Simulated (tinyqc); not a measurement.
# Worked calculation: resistance of a source-drain extension with a graded tip

Program tinyqc, `OMP_NUM_THREADS=1 python tinyqc.py 2282115 2282116 out.jsonl`; Intel Xeon 2.30GHz, shared host, one thread, about 0.03 s. Printed values are rounded.

y runs along the channel, the gate covers y > 0. The doping is N0 for y < y0 and N0 10^(-(y - y0)/la) beyond, uniform over the depth xj. Sheet conductance s(y) = q mu(N) max(N - Nch, 0) xj + (for y > 0) ma Cox Vo, with mu(N) = u0 + (u1 - u0)/(1 + (N/Nr)^au) and Cox = eps0 eox/tox. Current is taken as one-dimensional; depletion of the tip, spreading and the contact are left out. The metallurgical junction lies at yj, where N = Nch.

Parameters, values chosen for the exercise; mobility law close to that of electrons in silicon: relative permittivity of the gate insulator (close to aluminium oxide) eox = 8.91; insulator thickness tox = 2.5 nm; active doping of the extension far from the gate N0 = 1.3e20 cm^-3; lateral abruptness la = 6.2 nm/decade; position under the gate where the fall begins (gate edge at 0) y0 = 4.1 nm; depth of the extension xj = 17 nm; channel doping Nch = 2.6e18 cm^-3; gate overdrive Vo = 0.71 V; mobility of the gate-induced layer ma = 120 cm^2/(V s); mobility at low doping u1 = 1414 cm^2/(V s); mobility at high doping u0 = 68.5 cm^2/(V s); reference doping Nr = 9.2e16 cm^-3; exponent au = 0.711; gate length Lg = 45 nm.

Constants: q = 1.602176634e-19 C, eps0 = 8.8541878128e-14 F/cm where lengths are in cm. Results are converted to the units shown.

## Sheet resistances and junction position

yj = y0 + la log10(N0/Nch); sheet resistance of the full extension 1/[q mu(N0)(N0 - Nch) xj] and of the gate-induced layer 1/(ma Cox Vo); metallurgical length Lg - 2 yj; ye is where the doped and the gate-induced conductances are equal.

yj = 14.63361 nm
sheet resistance of the extension = 378.1832 ohm/square
sheet resistance of the induced layer = 3719.409 ohm/square
metallurgical length = 15.73277 nm
ye = 10.62253 nm
N at ye = 1.153248e19 cm^-3

The gate takes over 4.01 nm before the junction, where N is still 4.44 times the channel doping.

## Resistance of the overlapped part

Midpoint rule on 9 equal steps from 0 to yj: R_ov = sum h/s(y), per width.

```
point     y (nm)    N (cm^-3)  doped conductance (uS)  sheet resistance (ohm/square)
0      0.8129786       1.3e20                2644.221                       343.2792
1       2.438936       1.3e20                2644.221                       343.2792
2       4.064893       1.3e20                2644.221                       343.2792
3       5.690850  7.200367e19                1515.847                       560.3162
4       7.316807  3.936439e19                864.9029                       882.0187
5       8.942764  2.152050e19                493.5076                       1311.703
6       10.56872  1.176525e19                274.4322                       1840.630
7       12.19468  6.432060e18                136.8534                       2464.795
8       13.82064  3.516405e18                40.52405                       3232.230
```

R_ov = 18.408 ohm um

The exact integral is 18.501 ohm um; the coarse sum is 0.50 % below it.
